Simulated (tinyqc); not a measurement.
k.p values derived from sp3s* tight binding at Gamma: one step. Valence parameters L, M, N and the Luttinger values. Three cases, with inputs chosen for the exercise.

Problem. Direct terms d0 = -(a/4)^2 pa pc Vxx, dN = -2 (a/4)^2 pa pc Vxy for P-. F = sum P^2/(E(P-) - E(s)) over S+, S-, s*a, s*c. The y state of P- couples to the z state of P+ through Q = (a/4) Vxy (pa p'c - pc p'a), primes for P+, and H1 = Q^2/(E(P-) - E(P+)). L = d0 + F, M = d0 + H1, N = dN + F + H1; g1 = -(L + 2M)/(3c), g2 = -(L - M)/(6c), g3 = -N/(6c).

At Gamma the states are two-level mixtures: s-like S+ (upper) and S- (lower) from [[Esa, Vss], [Vss, Esc]], p-like P- (valence) and P+ from [[Epa, Vxx], [Vxx, Epc]], and the bare s* levels. With real k in 1/angstrom and kz = 0, the phase sums over the four bonds are g0 = 1 - (a k/4)^2/2, g1 = i a kx/4, g3 = -(a/4)^2 kx ky to second order. Each mixture is written (anion, cation) with the anion part positive. c = hbar^2/2m0. No spin-orbit coupling.

Constants: hbar^2/2m0 = 3.80998211 eV angstrom^2.

Case 1.

Values chosen (out of a larger set: near a published set for AlAs, fitted to gaps, whose masses and valley positions are rough; not measured data): a = 5.665 angstrom (lattice constant); Vxx = 1.861 eV (px-px); Vxy = 4.261 eV (px-py).

States:

| state | E (eV) | anion part | cation part |
|---|---|---|---|
| S- | -11.841811 | 0.8448637 | 0.5349817 |
| P- | -0.004752 | 0.8854513 | -0.4647321 |
| S+ | 3.118811 | 0.5349817 | -0.8448637 |
| P+ | 4.517752 | 0.4647321 | 0.8854513 |

Couplings:

| pair | P (eV angstrom) | E(first) - E(second) (eV) |
|---|---|---|
| S+ to P- | -7.566767 | 3.123563 |
| S+ to P+ | 0.372016 | -1.398942 |
| S- to P- | 0.837029 | -11.837058 |
| s*a to P- | -2.985490 | 7.400752 |
| s*c to P- | 6.242514 | 6.691752 |

Case 2.

Values chosen (out of a larger set: near a published set for GaP, fitted to gaps, whose masses and valley positions are rough; not measured data): a = 5.446 angstrom (lattice constant); Vxx = 2.143 eV (px-px); Vxy = 5.149 eV (px-py).

States:

| state | E (eV) | anion part | cation part |
|---|---|---|---|
| S- | -13.257582 | 0.8272449 | 0.5618416 |
| P- | 0.022233 | 0.8876561 | -0.4605070 |
| S+ | 2.900582 | 0.5618416 | -0.8272449 |
| P+ | 5.264767 | 0.4605070 | 0.8876561 |

Couplings:

| pair | P (eV angstrom) | E(first) - E(second) (eV) |
|---|---|---|
| S+ to P- | -7.818754 | 2.878348 |
| S+ to P+ | -0.342101 | -2.364185 |
| S- to P- | 2.043670 | -13.279815 |
| s*a to P- | -2.904173 | 8.500767 |
| s*c to P- | 6.116440 | 7.102767 |

Case 3.

Values chosen (out of a larger set: near a published set for GaAs, fitted to gaps, whose masses and valley positions are rough; not measured data): a = 5.658 angstrom (lattice constant); Vxx = 1.937 eV (px-px); Vxy = 5.106 eV (px-py).

States:

| state | E (eV) | anion part | cation part |
|---|---|---|---|
| S- | -12.465962 | 0.8360371 | 0.5486729 |
| P- | 0.025848 | 0.8829040 | -0.4695535 |
| S+ | 1.531962 | 0.5486729 | -0.8360371 |
| P+ | 4.698152 | 0.4695535 | 0.8829040 |

Couplings:

| pair | P (eV angstrom) | E(first) - E(second) (eV) |
|---|---|---|
| S+ to P- | -7.661972 | 1.506114 |
| S+ to P+ | -0.190428 | -3.166190 |
| S- to P- | 1.517743 | -12.491810 |
| s*a to P- | -3.204685 | 8.546152 |
| s*c to P- | 5.919633 | 6.810152 |

Give: d0, dN, F, Q, H1 (eV angstrom^2; Q in eV angstrom); L, M, N; g1, g2, g3.

Solution.

Case 1.

d0, dN, F, Q, H1 (eV angstrom^2; Q in eV angstrom): 1.5360  7.0338  -25.2989  6.0346  -8.0524

L, M, N (eV angstrom^2): -23.763  -6.516  -26.318

g1, g2, g3: 3.219  0.754  1.151

Along [100] the masses without spin-orbit coupling are c/|L| = 0.160 (one band) and c/|M| = 0.585 (two bands).

Case 2.

d0, dN, F, Q, H1 (eV angstrom^2; Q in eV angstrom): 1.6238  7.8031  -27.1836  7.0104  -9.3743

L, M, N (eV angstrom^2): -25.560  -7.750  -28.755

g1, g2, g3: 3.592  0.779  1.258

Along [100] the masses without spin-orbit coupling are c/|L| = 0.149 (one band) and c/|M| = 0.492 (two bands).

Case 3.

d0, dN, F, Q, H1 (eV angstrom^2; Q in eV angstrom): 1.6067  8.4706  -45.1412  7.2224  -11.1644

L, M, N (eV angstrom^2): -43.535  -9.558  -47.835

g1, g2, g3: 5.481  1.486  2.093

Along [100] the masses without spin-orbit coupling are c/|L| = 0.088 (one band) and c/|M| = 0.399 (two bands).

Computed by tinyqc, one run a case: `OMP_NUM_THREADS=1 python tinyqc.py N N+1 out.jsonl` with N = 1480219, 1480365, 1480974; one thread of a shared Intel(R) Xeon(R) Processor @ 2.30GHz, about 0.01 s a run at most.
